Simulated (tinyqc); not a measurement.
Inside a calculation: valley splitting in a one-orbital chain of atomic planes (second-neighbour model). Values are carried at full precision from step to step, so a last printed digit may differ when a step is redone from the rounded ones.

Each (001) plane carries one orbital with energy e0, hopping v to the next plane and u to the second: E(phi) = e0 + 2 v cos(phi) + 2 u cos(2 phi), where phi = pi - k a/4 (the sign of every second orbital is chosen so that v > 0, which shifts the phase by pi). The minimum lies at cos(phi0) = -v/(4u), phi0 = pi - (pi/2) k0 for a valley at k0 (2 pi/a), and e0 puts it at zero. A slab of N planes has hard walls: the matrix simply ends.

Constants: hbar^2/2m0 = 3.80998211 eV angstrom^2.

Values chosen for the exercise (near those of the Delta valleys of silicon; abrupt walls in this chain split the valleys several times more than measured wells; not measured data):

| symbol | value | unit | meaning |
|---|---|---|---|
| a | 5.442 | angstrom | lattice constant; planes lie a/4 apart |
| k0 | 0.809 | 2 pi/a | position of the valley |
| ml | 0.935 | m0 | longitudinal mass |
| N | 7 |  | planes in the small slab |

## Hoppings from the valley position and mass

The curvature at the minimum is d2E/dphi2 = 8 u sin^2(phi0) = (2c/ml)/(a/4)^2 with c = hbar^2/2m0; v = -4 u cos(phi0); e0 = 2u + v^2/(4u).

phi0 = 1.87082 rad
u = 0.60304 eV
v = 0.71290 eV
e0 = 1.41677 eV

## The bulk band

E at phi = j pi/10.

Band:

| phi/pi | E (eV) |
|---|---|
| 0.0 | 4.0486 |
| 0.1 | 3.7485 |
| 0.2 | 2.9430 |
| 0.3 | 1.8821 |
| 0.4 | 0.8816 |
| 0.5 | 0.2107 |
| 0.6 | 0.0004 |
| 0.7 | 0.2060 |
| 0.8 | 0.6360 |
| 0.9 | 1.0365 |
| 1.0 | 1.1971 |

## Hamiltonian of the slab

e0 on the diagonal, v and u on the first and second off-diagonals.

H (eV), lower triangle:
```
        1       2       3       4       5       6       7
1  1.4168
2  0.7129  1.4168
3  0.6030  0.7129  1.4168
4       0  0.6030  0.7129  1.4168
5       0       0  0.6030  0.7129  1.4168
6       0       0       0  0.6030  0.7129  1.4168
7       0       0       0       0  0.6030  0.7129  1.4168
```

## Levels and the valley doublet

Diagonalise H. The two lowest levels are the doublet made from the valleys at +k0 and -k0; give their splitting, the weights of the lowest state, and its parity under reversal of the planes.

levels (eV): 0.2079  0.3197  0.7156  0.9694  1.4515  2.6120  3.6413

splitting = 111.80 meV

weights on the planes: 0.110  0.151  0.042  0.396  0.042  0.151  0.110

parity of the lowest state: even

The mean of the doublet lies 0.2638 eV above the bulk minimum, and level 3 lies 0.4519 eV above that mean; the weights oscillate from plane to plane because the two valleys interfere.

## Checks

- Mean of the doublet for 400 planes against the effective-mass level with W = 402 a/4 (meV): 0.1344 against 0.1345.

Run: tinyqc, `OMP_NUM_THREADS=1 python tinyqc.py 1452096 1452097 out.jsonl`; Intel(R) Xeon(R) Processor @ 2.30GHz, one thread, shared host; about 0.01 s of CPU time with all checks.
